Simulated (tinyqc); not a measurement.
Temperature: Wannier exciton and Elliott formula.

Saha balance n^2/n_x = K = (mu kB T/(4 pi c))^(3/2) exp(-Ry*/kB T) with n + n_x = N, 1s excitons only, equal spin counts for excitons and free pairs; free share f = 2/(1 + sqrt(1 + 4N/K)); c = hbar^2/2m0, Ry* = Ry mu/eps^2, 1/mu = 1/me + 1/mh, 1/angstrom^3 = 1e24/cm^3.

Constants: hbar^2/2m0 = 3.80998211 eV angstrom^2; kB = 8.617333262e-05 eV/K; Ry = 13.60569312 eV.

Inputs chosen for the exercise (near those of InP; shifted at random, so the results belong to these values and not to a real crystal): me = 0.081 m0 (electron mass); mh = 0.246 m0 (hole mass); eps = 12.1 (dielectric constant); N = 0.0018 x 1e16/cm^3 (density of pairs).

The balance at fixed N.

Ionisation:
```
T (K)  kB T/Ry*  K (1e16/cm^3)  free share
10        0.152       0.000161       0.258
40        0.609          0.178       0.990
77        1.172           1.05       0.998
150       2.283           4.31        1.00
300       4.565           15.2        1.00
```

Give the missing row, T (K) = 20.

Computed row:
```
T (K)  kB T/Ry*  K (1e16/cm^3)  free share
20        0.304         0.0122       0.884
```

Half the pairs are free between 10 and 20 K, where K passes N/2; kB T = Ry* falls at 66 K. The free share goes from 0.258 to 1. A lower density ionises at a lower temperature, since free pairs gain entropy.

Run: tinyqc, `OMP_NUM_THREADS=1 python tinyqc.py 1281314 1281315 out.jsonl`; Intel(R) Xeon(R) Processor @ 2.30GHz, one thread, shared host; about 0.01 s of CPU time with all checks.
